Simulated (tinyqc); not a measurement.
# Worked calculation: square on-chip spiral inductor, lumped pi model

Numbers from tinyqc (`OMP_NUM_THREADS=1 python tinyqc.py 2302045 2302046 out.jsonl`; about 0.01 s on one thread of a shared Intel Xeon 2.30GHz). Printed values are rounded.

Outer diameter do = di + 2 n wd + 2 (n - 1) sp, mean da = (do + di)/2, fill p = (do - di)/(do + di), length l = 4 n da. L = 2.34 mu0 n^2 da/(1 + 2.75 p), mu0 = 4 pi 1e-7 H/m. Rs = rho l/(wd delta (1 - exp(-th/delta))), delta = sqrt(rho/(pi f mu0)). Cs = n wd^2 eps0 eo/hu across the coil. At each end Cox = l wd eps0 eo/(2 ho) leads to the substrate branch Rsi = 2 rs he/(l wd) in parallel with Csi = l wd eps0 11.7/(2 he). With one end grounded Y = 1/(Rs + i w L) + i w Cs + 1/[1/(i w Cox) + 1/(1/Rsi + i w Csi)], w = 2 pi f; Q = -Im Y/Re Y. Eddy currents in neighbouring turns and in the substrate are left out.

Values chosen for this exercise; values of the order met in silicon radio-frequency processes: number of turns n = 2.5; line width wd = 8 um; space between turns sp = 3 um; inner diameter di = 80 um; metal thickness th = 2 um; metal resistivity rho = 3 uohm cm; oxide below the coil ho = 9.1 um; oxide between coil and underpass hu = 1.2 um; relative permittivity of the oxide eo = 3.9; substrate resistivity rs = 1 ohm cm; effective spreading depth in the substrate he = 80 um; frequency f = 1 GHz.

Constants: eps0 = 8.8541878128e-12 F/m. Results are converted to the units shown.

## Geometry and model elements

do, l, L, delta, Rs, Cs, Cox, Rsi and Csi as defined.

do = 129 um
l = 1045 um
L = 1.167685 nH
delta = 2.756644 um
Rs = 2.755361 ohm
Cs = 4.604178 fF
Cox = 15.86165 fF
Rsi = 191.3876 ohm
Csi = 5.412786 fF

Rs is 1.41 times the direct-current value in this empirical form, which overstates the skin effect of a flat slab when delta is near th and so stands in for some current crowding.

## Admittance, quality factor and apparent inductance

Series branch 1/(Rs + i w L), substrate branch, total Y, Q = -Im Y/Re Y, apparent inductance Im(1/Y)/w, metal-only value w L/Rs, share of the loss in the substrate Re(substrate branch)/Re Y.

series branch = 44.8607-119.4519i mS
substrate branch = 0.00189970+0.09961305i mS
Y = 44.8626-119.3234i mS
Q = 2.659751
apparent inductance = 1.168619 nH
w L/Rs = 2.662729
share of the loss in the substrate = 0.004234491 %

Q is 99.9 % of the metal-only value.
